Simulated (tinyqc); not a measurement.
Single-oscillator infrared dielectric function of a polar cubic crystal. Changing the phonon damping. Computed by tinyqc, a small Python program. Command: `OMP_NUM_THREADS=1 python tinyqc.py 3016009 3016010 out.jsonl infrared sweep`. One thread of a shared host (Intel(R) Xeon(R) Processor @ 2.30GHz), about 0.01 s of CPU time with the checks.

One ion pair, charges +Z* and -Z*, in a cell of volume Omega = a^3/4. Frequencies omega are given as wavenumbers (1/cm); eps_s is the static dielectric constant.

Inputs (values chosen for the exercise, modelled on cadmium telluride):
```
quantity,value,unit
lattice constant a,6.48,angstrom
mass M_A,112.41,u
mass M_B,127.6,u
omega_TO,139,1/cm
Born charge Z*,2.28,e
eps_inf,6.99,-
probe frequency / omega_TO,1.21,-
```

Structure: zinc blende. Free carriers: absent.

Constants: nu for 1 eV/(angstrom^2 u) = 15.6333042 THz; 1 THz = 33.35640952 1/cm; e^2/(4 pi eps_0) = 14.39964548 eV angstrom.

Method:
- mu = M_A M_B/(M_A + M_B); ionic plasma term W^2 = 4 pi Z*^2 (e^2/(4 pi eps_0))/(Omega mu) in eV/(angstrom^2 u), turned into 1/cm by W = 15.6333042 x 33.35640952 x sqrt(W^2); omega_LO^2 = omega_TO^2 + W^2/eps_inf; eps_s = eps_inf + W^2/omega_TO^2; Szigeti charge 3 Z*/(eps_inf + 2); longitudinal (Callen) charge Z*/eps_inf.
- eps(omega) = eps_inf + W^2/(omega_TO^2 - omega^2 - i gamma omega); n + i k = sqrt(eps) with k >= 0; R = |(n + i k - 1)/(n + i k + 1)|^2 at normal incidence from vacuum.
- omega is the probe ratio times omega_TO. Intensity decays over 1/(4 pi omega k); the loss function is Im(-1/eps).

One run for each value:
```
phonon damping gamma (1/cm),reflectivity R,k,n,Im eps,penetration depth of the intensity (micrometre)
0.28,0.68774,0.19049,0.0967,0.0369,24.838
0.57,0.53597,0.23002,0.1631,0.0750,20.570
1.20,0.37948,0.30264,0.2608,0.1579,15.634
2.40,0.25680,0.40524,0.3890,0.3152,11.675
4.90,0.17182,0.55166,0.5796,0.6395,8.577
10.00,0.13844,0.73401,0.8661,1.2715,6.446
20.00,0.14757,0.89909,1.2833,2.3076,5.262
42.00,0.17519,0.91258,1.8689,3.4111,5.185
```

Over the rows, reflectivity R goes from 0.688 through a minimum among these rows, 0.138 at 10.0, to 0.175; k rises from 0.190 to 0.913 (exponent d ln y / d ln x 0.27 between the first rows and 0.020 between the last); n rises from 0.0967 to 1.87 (exponent d ln y / d ln x 0.73 between the first rows and 0.51 between the last). Away from the resonance the phonon part of Im eps is proportional to gamma; inside a band of negative Re eps damping lets energy in and lowers R.

Extremes, crossings and ranges named in words are read from the listed rows.
